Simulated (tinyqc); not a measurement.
# Joule-heated wire on a substrate, fin equation: several studies

A wire of length L loses heat along itself to two contacts and sideways to the substrate: kap A theta'' - g theta + p = 0 with theta = T - T0 and p = p0. The ends are held at T0. Constant conductivity, diffusive heat flow.

Inputs (values chosen for the exercise): conductivity along the wire kap = 65 W/(m K); cross-section A = 1200 nm^2; conductance per length to the substrate g = 0.43 W/(m K); length between the contacts L = 3100 nm; thermal resistance of each contact Rc = 0 K/uW; heating per length p0 = 0.056 uW/nm.

Each table varies one quantity; the others keep the values above.

## Effect of the cross-section

The equation is solved on 800 equal steps and the peak is the largest node value. LH = sqrt(kap A/g); the share is the integral of g theta over that of p.

Effect of the cross-section:
```
A (nm^2),LH (nm),L/LH,peak theta (K),peak/(p0/g),share to the substrate (%)
150,150.6,20.59,130.2,0.9999,90.28
300,213.0,14.56,130.1,0.9986,86.26
600,301.2,10.29,128.7,0.9884,80.57
1200,425.9,7.279,123.4,0.9475,72.56
2400,602.3,5.147,110.5,0.8483,61.59
4800,851.8,3.639,89.10,0.6841,47.86
9600,1205,2.573,63.39,0.4868,33.30
```

What does the comparison show?

As A goes from 150 to 9600 nm^2, the peak theta falls from 130 to 63.4 K and the share of heat to the substrate falls from 90.3 to 33.3 %; L/LH goes from 21 to 2.6. Where L/LH is smallest the peak reaches 0.49 of p0/g, where it is largest 1.0: contacts cool the wire only within a few healing lengths.

## Effect of the conductivity along the wire

Same model as above.

Effect of the conductivity along the wire:
```
kap (W/(m K)),LH (nm),L/LH,peak theta (K),peak/(p0/g),share to the substrate (%)
6.5,134.7,23.02,130.2,1.000,91.31
14,197.7,15.68,130.1,0.9992,87.25
30,289.3,10.71,129.0,0.9906,81.33
65,425.9,7.279,123.4,0.9475,72.56
140,625.1,4.960,108.6,0.8336,60.24
300,915.0,3.388,83.93,0.6444,44.83
650,1347,2.302,55.33,0.4248,28.92
```

What does the table show?

As kap goes from 6.5 to 650 W/(m K), the peak theta falls from 130 to 55.3 K and the share of heat to the substrate falls from 91.3 to 28.9 %; L/LH goes from 23 to 2.3. Where L/LH is smallest the peak reaches 0.42 of p0/g, where it is largest 1.0: contacts cool the wire only within a few healing lengths.

## Effect of the length between the contacts

Same model as above.

The same in every row: LH (nm) = 425.9.

Result of one run:
```
L (nm),L/LH,peak theta (K),peak/(p0/g),share to the substrate (%)
550,1.291,23.12,0.1775,11.91
```

What becomes of these results when the length between the contacts L is changed from 550 to 2300 nm, all else the same?

Result of the changed run:
```
L (nm),L/LH,peak theta (K),peak/(p0/g),share to the substrate (%)
2300,5.400,112.8,0.8662,63.30
```

The whole series:
```
L (nm),L/LH,peak theta (K),peak/(p0/g),share to the substrate (%)
210,0.4931,3.860,0.02964,1.978
340,0.7983,9.728,0.07469,4.993
550,1.291,23.12,0.1775,11.91
890,2.090,48.70,0.3740,25.37
1400,3.287,81.70,0.6273,43.54
2300,5.400,112.8,0.8662,63.30
3700,8.687,126.8,0.9740,76.99
6000,14.09,130.0,0.9983,85.80
```

As L goes from 210 to 6000 nm, the peak theta rises from 3.86 to 130 K and the share of heat to the substrate rises from 1.98 to 85.8 %; L/LH goes from 0.49 to 14. Where L/LH is smallest the peak reaches 0.030 of p0/g, where it is largest 1.0: contacts cool the wire only within a few healing lengths.

tinyqc, about 0.01 s, one thread, Intel Xeon 2.30GHz (shared host): `OMP_NUM_THREADS=1 python tinyqc.py 2520053 2520054 out.jsonl`
